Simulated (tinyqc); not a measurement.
A chain with two barriers and dephasing by Buettiker voltage probes: two steps of the calculation.

Sites 1 to 5 form a chain with hopping -t. Lead L joins site 1 and lead R site 5, both semi-infinite chains with hopping -t and site energy 0. Every site carries a probe with self-energy -i Gamma_p/2 that draws no net current. Linear response at zero temperature: mu_L = 1, mu_R = 0 in units of the bias.

Inputs (values chosen for the exercise): hopping (matrix element -t) t = 1 eV; site energies 1 to N U = [1.5, 0, 0, 0, 3.4] eV; Fermi energy E = -0.25 eV; probe broadening Gamma_p gp = 0.082 eV.

Task 1. Green function. Sigma = t^2 g(E), g(x) = (x - i sqrt(4 t^2 - x^2))/(2 t^2) for |x| < 2 t and (x - sign(x) sqrt(x^2 - 4 t^2))/(2 t^2) otherwise; Gamma = -2 Im Sigma; G = (E - H - Sigma_L - Sigma_R + i Gamma_p/2)^(-1).

Find: Sigma; Gamma; G.

Result 1.

Sigma = -0.12500-0.99216i eV
Gamma = 1.9843 eV

G (1/eV):
```
	1	2	3	4	5
1	0.1228-0.2802i	0.9100-0.5821i	0.0809+0.0974i	-0.8858+0.6032i	-0.2776+0.0898i
2	0.9100-0.5821i	0.8773-1.8861i	0.2320+0.0746i	-0.8162+1.8953i	-0.3583+0.4326i
3	0.0809+0.0974i	0.2320+0.0746i	-0.0198-0.0882i	0.7594-0.0959i	0.2057+0.0331i
4	-0.8858+0.6032i	-0.8162+1.8953i	0.7594-0.0959i	1.0021-1.9504i	0.4111-0.4328i
5	-0.2776+0.0898i	-0.3583+0.4326i	0.2057+0.0331i	0.4111-0.4328i	-0.1207-0.1582i
```

Task 2. Current at both leads. In units of (2 q^2/h) times the bias, T_RL + sum_p T_pL (1 - mu_p) leaves L and T_RL + sum_p T_pR mu_p enters R.

T_RL = 0.33512192

```
probe	T_pL	T_pR	mu_p
1	0.01522688	0.013848617	0.60902924
2	0.18987936	0.051351196	0.77766102
3	0.00260652	0.007065626	0.42749544
4	0.18685991	0.057983659	0.75529595
5	0.01384862	0.006440406	0.69267551
```

Give: current leaving L; current entering R.

Result 2.

current leaving L = 0.4348
current entering R = 0.4348

The two are equal: the probes conserve the current.

Numbers from tinyqc (`OMP_NUM_THREADS=1 python tinyqc.py 2700118 2700119 out.jsonl`; about 0.01 s on one thread of a shared Intel Xeon 2.30GHz).
